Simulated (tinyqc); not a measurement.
From lone donors to an impurity band: impurity band of shallow donors (Hubbard estimate).

Constants: e^2/(4 pi eps0) = 14.39964547 eV angstrom.

Values chosen for the exercise (out of a larger set: near those of two donors in Si; not measured data):
- a = 16 angstrom (orbital radius)
- eps = 11.6 (dielectric constant)
- Ns = (0.051, 0.13, 0.3, 0.76, 1.8, 3.8, 7.6) x 1e18/cm^3 (donor densities)

Donors on a simple cubic lattice of spacing R = N^(-1/3) (1/angstrom^3 = 1e24/cm^3), Ha* = q/(eps a), q = e^2/(4 pi eps0), x = R/a. Hopping t = Ha* (1 + x) exp(-x), band width B = 12 t, on-site repulsion U = (5/8) Ha*; the gap closes near B/U = 1.15. Valley factors and disorder are left out.

Results:

| N (1e18/cm^3) | R (angstrom) | N^(1/3) a | t (meV) | B (meV) | B/U |
|---|---|---|---|---|---|
| 0.051 | 269.7 | 0.059 | 6.64e-05 | 0.000797 | 1.64e-05 |
| 0.13 | 197.4 | 0.081 | 0.00454 | 0.0544 | 0.00112 |
| 0.30 | 149.4 | 0.107 | 0.0707 | 0.848 | 0.0175 |
| 0.76 | 109.6 | 0.146 | 0.646 | 7.75 | 0.160 |
| 1.8 | 82.2 | 0.195 | 2.80 | 33.5 | 0.692 |
| 3.8 | 64.1 | 0.250 | 7.08 | 84.9 | 1.75 |
| 7.6 | 50.9 | 0.315 | 13.5 | 162 | 3.34 |

What does the comparison show, and why?

B/U passes 1.15 between 1.8 and 3.8 x 1e18/cm^3; the root is x = 4.52, N^(1/3) a = 0.221, N = 2.6 x 1e18/cm^3, below the 4.3 that the empirical rule N^(1/3) a = 0.26 gives; the estimate is rough, since random positions, the overlap of the orbitals and screening are left out. While N grows by 149 times, t grows by 2.03e+05 times.

Computed by tinyqc, a small Python program: `OMP_NUM_THREADS=1 python tinyqc.py 1281970 1281971 out.jsonl` (the numbers bound the seed that draws the inputs); one thread of a shared host (Intel(R) Xeon(R) Processor @ 2.30GHz), about 0.01 s for the whole set of steps.
